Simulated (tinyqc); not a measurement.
## Charge needed for a dipole step

Two sheets of opposite charge dd apart with permittivity ei give the step D = q N dd/(eps0 ei).

Parameters, values chosen for the exercise: relative permittivity inside the dipole layer ei = 3.3; thickness of the dipole layer dd = 0.21 nm.

Constants: q = 1.602176634e-19 C, eps0 = 8.8541878128e-14 F/cm where lengths are in cm. Results are converted to the units shown.

Charge needed for a dipole step:
```
N (cm^-2)    D (V)  field (MV/cm)  moment (debye/nm^2, 1 D = 3.33564e-30 C m)
1e12       0.01152         0.5483                                      0.1009
2.7e12     0.03109          1.481                                      0.2723
6.8e12     0.07830          3.729                                      0.6859
1.7e13      0.1958          9.322                                       1.715
4.5e13      0.5182          24.68                                       4.539
1.1e14       1.267          60.32                                       11.10
2.9e14       3.339          159.0                                       29.25
```

D is proportional to N, 0.1 V for 8.68e12 cm^-2. The same sheet as an uncompensated charge under 1 nm of a dielectric of permittivity 3.9 would shift the flat band by 0.403 V, and that shift would grow with thickness, which a dipole step does not. For N = 4.5e13, 1.1e14, 2.9e14 the field exceeds 20 MV/cm; it acts over one bond length, where the sheet picture is only a bookkeeping device.

Numbers from tinyqc (`OMP_NUM_THREADS=1 python tinyqc.py 2410145 2410146 out.jsonl`; about 0.01 s on one thread of a shared Intel Xeon 2.30GHz).
